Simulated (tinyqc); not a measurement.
MOS capacitor on an n-type substrate, surface potential from the exact charge relation: one step of the calculation.

Uniform n-type substrate, Boltzmann statistics, full ionisation, classical densities. psi is the surface potential against the body (positive when the bands bend down) and u = -psi/Vt. Traps are spread evenly over the gap and neutral at flat band, so their charge is -q Dit psi; the minority quasi-Fermi level is shifted by Vb.

Question. Newton step for the surface potential. u = -psi/Vt; F^2 = exp(-u) + u - 1 + r (exp(u) - u - 1); Qs = +sign(u) Q0 F; Cs = -dQs/dpsi = (Q0/Vt) |1 - exp(-u) + r (exp(u) - 1)|/(2 F). f = Vfb + psi + (q Dit psi - Qs)/Cox - Vg, f' = 1 + (Cs + q Dit)/Cox, psi(new) = psi - f/f'.

Parameters, values chosen for the exercise; band and dielectric values close to those of gallium nitride:
- T = 450 K (temperature)
- Dit = 0 cm^-2 eV^-1 (density of interface traps)
- Vg = -4.07 V (gate voltage against the body)

Constants: q = 1.602176634e-19 C, kB = 1.380649e-23 J/K, Vt = kB T/q. Results are converted to the units shown.

psi after iteration 1 = -4.2104861 V
Cox = 0.94866298 uF/cm^2
Vfb = 0.67783272 V
Q0 = 7.1338061 nC/cm^2
r = 3.2253576e-35

Wanted: u; F; Qs; Cs; f; f'; psi after iteration 2.

Answer.

u = 108.6
F = 2.148e6
Qs = 1.532e7 nC/cm^2
Cs = 1.976e5 uF/cm^2
f = -1.615e4 V
f' = 2.082e5
psi after iteration 2 = -4.133 V

This iterate lies far beyond the solution, so its charge is not a physical one.

Program tinyqc, `OMP_NUM_THREADS=1 python tinyqc.py 2060151 2060152 out.jsonl`; Intel Xeon 2.30GHz, shared host, one thread, about 0.01 s.
